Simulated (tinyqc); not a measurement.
Arrhenius fit: deep-level transient spectroscopy (DLTS) of one majority-carrier trap. Computed by tinyqc, a small Python program. Command: `OMP_NUM_THREADS=1 python tinyqc.py 3023381 3023382 out.jsonl dlts walk`. One thread of a shared host (Intel(R) Xeon(R) Processor @ 2.30GHz), about 0.07 s of CPU time with the checks.

A filling pulse loads the traps in a one-sided junction; under reverse bias they empty at the rate e, and the capacitance relaxes as C(t) = C_0 - dC exp(-e t). The signal is S = [C(t_2) - C(t_1)]/dC.

Inputs (values chosen for the exercise, with mass and screening modelled on silicon):
```
quantity,value,unit
density-of-states mass m,0.813,m_0
valleys M,1,-
trap depth E_t,0.235,eV
cross-section sigma_0,2.8e-14,cm^2
degeneracy ratio g,1,-
gate time t_1,0.001,s
ratio t_2/t_1,2.5,-
```

Carriers: holes. Extra term: none.

Constants: k_B = 8.617333262e-05 eV/K; k_B = 1.380649e-23 J/K; m_0 = 9.1093837015e-31 kg; h = 6.62607015e-34 J s.

Method:
- e = g sigma v N_b exp(-E/k_B T), v = sqrt(3 k_B T/m), N_b = 2 M (2 pi m k_B T/h^2)^(3/2), sigma = sigma_0, E = E_t.
- S(e) = exp(-e t_1) - exp(-e t_2) peaks at the rate window e_0 = ln(t_2/t_1)/(t_2 - t_1).
- t_1 is scaled by 0.1, 0.3, 1, 3, 10 and 30 at fixed t_2/t_1; each T_p by bisection.
- Least squares of ln(e_0/T_p^2) on 1/(k_B T_p): slope -E_a, intercept ln(gamma sigma_a) with gamma = v N_b/T^2 = sqrt(3 k_B/m) 2 M (2 pi m k_B/h^2)^(3/2). For comparison, the slope of ln e_0 alone.

Arrhenius data:
```
t_1 (s),e_0 (1/s),T_p (K),1/(k_B T_p) (1/eV),ln(e_0/T_p^2)
0.0001,6108.60,141.261,82.149,-1.18377
0.0003,2036.20,134.319,86.395,-2.18159
0.0010,610.86,127.424,91.070,-3.28017
0.0030,203.62,121.699,95.354,-4.28685
0.0100,61.09,115.968,100.067,-5.39434
0.0300,20.36,111.173,104.382,-6.40851
```

apparent depth E_a = 0.23500 eV

intercept = 18.121

gamma = 2.6475e+21 cm^-2 s^-1 K^-2

apparent cross-section = 2.8000e-14 cm^2

slope without T^2 = 0.25653 eV

What follows from these numbers?

The apparent depth is 0.2350 eV against E_t = 0.235 eV, and the apparent cross-section is 1.000 times sigma_0: both inputs are recovered. Leaving out the T^2 factor overstates the slope by 22 meV, about 2 k_B T_p.

Extremes, crossings and ranges named in words are read from the listed rows.
